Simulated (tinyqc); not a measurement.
Comparisons within one model: sp3s* tight binding. A value that a table varies takes the place of the one given here.

sp3s* tight binding, nearest neighbours only: anion (a) at 0, cation (c) at a/4 (1,1,1), orbitals s, px, py, pz, s* on each; k in units of 2 pi/a. With phases e_j = exp(i (pi/2) k.n_j) for n = (1,1,1), (1,-1,-1), (-1,1,-1), (-1,-1,1): g0 = (e1+e2+e3+e4)/4, g1 = (e1+e2-e3-e4)/4, g2 = (e1-e2+e3-e4)/4, g3 = (e1-e2-e3+e4)/4. The diagonal holds the levels Esa, Epa, Exa (s*) and Esc, Epc, Exc. Anion-cation block: <sa|sc> = Vss g0; <sa|xc> = Vsapc g1; <xa|sc> = -Vscpa g1; <xa|xc> = Vxx g0; <xa|yc> = <ya|xc> = Vxy g3, <xa|zc> = <za|xc> = Vxy g2, <ya|zc> = <za|yc> = Vxy g1; <s*a|xc> = Vxapc g1; <xa|s*c> = -Vpaxc g1; y and z take g2 and g3 in place of g1; s-s* and s*-s* vanish.

Parameters, chosen for this exercise (near a published set for diamond, fitted to gaps, whose masses and valley positions are rough; shifted at random, so the results belong to these values and not to a real crystal): Esa = -4.518 eV (s level of the anion); Epa = 3.847 eV (p level of the anion); Esc = -4.518 eV (s level of the cation); Epc = 3.847 eV (p level of the cation); Exa = 11.42 eV (s* level of the anion); Exc = 11.42 eV (s* level of the cation); Vss = -22.659 eV (s-s); Vxx = 3.85 eV (px-px); Vxy = 11.709 eV (px-py); Vsapc = 15.303 eV (s anion, p cation); Vscpa = 15.303 eV (s cation, p anion); Vxapc = 8.16 eV (s* anion, p cation); Vpaxc = 8.16 eV (p anion, s* cation); eta = 2 (scaling exponent); D001 = 0.23 (ratio -ezz/exx).

## What the s* orbital does

The s* couplings Vxapc and Vpaxc are scaled by f; f = 0 is the plain sp3 model. Gaps from the top of the valence band at Gamma; the Delta value is the minimum on (x,0,0), 0.5 <= x <= 1.

Gaps (eV):
```
f      Gamma    Delta        L  x of the minimum
0.00  7.7000  10.3618  11.4230             0.500
0.25  7.7000   9.4334  11.0792             0.500
0.50  7.7000   8.1296  10.1968             0.500
0.75  7.7000   6.8023   9.0180             0.500
0.90  7.7000   5.9851   8.2359             0.546
1.00  7.7000   5.4196   7.6959             0.570
1.10  7.7000   4.8470   7.1458             0.588
```

How do the results move?

The gap at Gamma stays, since g1 to g3 vanish there. From f = 0 to 1 the s* levels lower the Delta value by 4.942 eV and L by 3.727 eV. For f = 0, 0.25, 0.5 and 0.75 the least value lies at x = 0.5, the end of the range: any valley further out lies above that value until s* has lowered it enough. The lowest of the three is Gamma at f = 0 and the Delta line at f = 1.

## Hydrostatic strain (sp3s* tight binding, strained)

Strain e moves each bond vector to d = (1 + e) d0 (no internal displacement for the diagonal strains used here) and k is given in fractions of the strained reciprocal cell, so the phases stay. Two-centre values Vss_sigma = Vss/4, Vsp_sigma = sqrt3 V/4 for each s-p and s*-p pair, Vpp_sigma = (Vxx + 2 Vxy)/4, Vpp_pi = (Vxx - Vxy)/4 are scaled by (d0/d)^eta and combined with the new direction cosines; the levels on the diagonal stay.

exx = eyy = ezz = e. Gaps as measured from the top of the valence band; the deformation potentials are (gap(0.01) - gap(-0.01))/0.06.

Gaps (eV):
```
e       Gamma   Delta       L  x of the minimum
-0.03  8.1837  5.5837  7.8622             0.571
-0.02  8.0175  5.5284  7.8057             0.570
-0.01  7.8563  5.4738  7.7503             0.570
0.00   7.7000  5.4196  7.6959             0.570
0.01   7.5483  5.3661  7.6426             0.570
0.02   7.4010  5.3130  7.5901             0.570
0.03   7.2580  5.2605  7.5385             0.569
```

gap deformation potentials (eV): Gamma -5.134, Delta -1.794, L -1.796

What can be read from the table?

Per unit of volume strain the gaps move by -5.13 (Gamma), -1.79 (Delta) and -1.80 eV (L). The lowest valley stays the Delta line over the range. These potentials follow from the one exponent eta, which fitted models replace by one for each integral; with it the sizes are rough, the sign for Delta can be wrong (in Si, Ge and the III-V crystals measured values are small and positive), and the pressures at which valleys cross, and which valley takes over, are rough too. A gap of zero, where one is listed, marks an s level that has sunk below the valence top.

## Biaxial strain splits the top of the valence band (sp3s* tight binding, strained)

No spin-orbit coupling; k = 0; exx = eyy = e, ezz = -D001 e. The four bonds keep equal lengths, and the sums over them give Vxx(e) for px and py and Vzz(e) for pz; each level is the lower root of [[Epa, V], [V, Epc]], and the s level the upper root of the s block. The shear potential b follows from E(x,y) - E(z) = 3 b (exx - ezz), taken as the slope between e = -0.005 and 0.005.

Couplings and levels at Gamma (eV):
```
e           ezz  Vxx(e)  Vzz(e)   E(x,y)     E(z)  E(x,y) - E(z) (meV)  upper s level
-0.020   0.0046  3.7422  4.3415   0.1048  -0.4945                599.3        18.6822
-0.010   0.0023  3.7978  4.0916   0.0492  -0.2446                293.8        18.4100
-0.005   0.0011  3.8243  3.9697   0.0227  -0.1227                145.4        18.2751
0.005   -0.0011  3.8749  3.7323  -0.0279   0.1147               -142.6        18.0077
0.010   -0.0023  3.8990  3.6166  -0.0520   0.2304               -282.4        17.8752
0.020   -0.0046  3.9448  3.3911  -0.0978   0.4559               -553.8        17.6127
```

b = -7.806 eV

How do the results move?

Under tension in the plane (e > 0) the bonds tilt towards the plane, Vxx grows to 3.8990 and Vzz falls to 3.6166 eV at e = 0.01, and the pz state forms the top of the valence band, by 282.4 meV; under compression (e = -0.01) the px, py pair does, by 293.8 meV. The slope gives b = -7.81 eV, a rough value, since on-site strain terms are left out (measured values lie near -2 eV).

## What each parameter does

Gaps from the top of the valence band at Gamma; Delta is the minimum on (x,0,0), 0.5 <= x <= 1. A change on one sublattice alone makes the two atoms unequal. Each row changes one parameter from the base and keeps the others.

Results:
```
case               Ev (eV)  gap Gamma (eV)  gap Delta (eV)  gap L (eV)
base               -0.0030          7.7000          5.4196      7.6959
Epa = 3.647 eV     -0.1043          7.7026          5.4786      7.7768
Esa = -4.318 eV    -0.0030          7.7000          5.4299      7.7023
Exa = 11.12 eV     -0.0030          7.7000          5.3463      7.5811
Vxx = 4.05 eV      -0.2030          8.1000          5.6714      7.8755
Vss = -22.459 eV   -0.0030          7.7000          5.4326      7.7024
Vsapc = 15.103 eV  -0.0030          7.7000          5.3866      7.6756
```

How do the results move?

The largest shifts from the base row, up to three for each result and ties (the steps differ in size, so this ranks the rows, not the parameters). Ev (eV): Vxx -0.2000, Epa -0.1013; unchanged at the printed digits by Esa, Exa, Vss and Vsapc. gap Gamma (eV): Vxx +0.4000, Epa +0.0026; unchanged at the printed digits by Esa, Exa, Vss and Vsapc. gap Delta (eV): Vxx +0.2517, Exa -0.0733, Epa +0.0590. gap L (eV): Vxx +0.1796, Exa -0.1149, Epa +0.0808. Exa and Vsapc cannot move Ev or the gap at Gamma, whose blocks do not hold them; s parameters never move Ev, and move the gap only where the lowest empty level at Gamma is s-like.

Run: tinyqc, `OMP_NUM_THREADS=1 python tinyqc.py 1452471 1452472 out.jsonl`; Intel(R) Xeon(R) Processor @ 2.30GHz, one thread, shared host; about 0.07 s of CPU time with all checks.
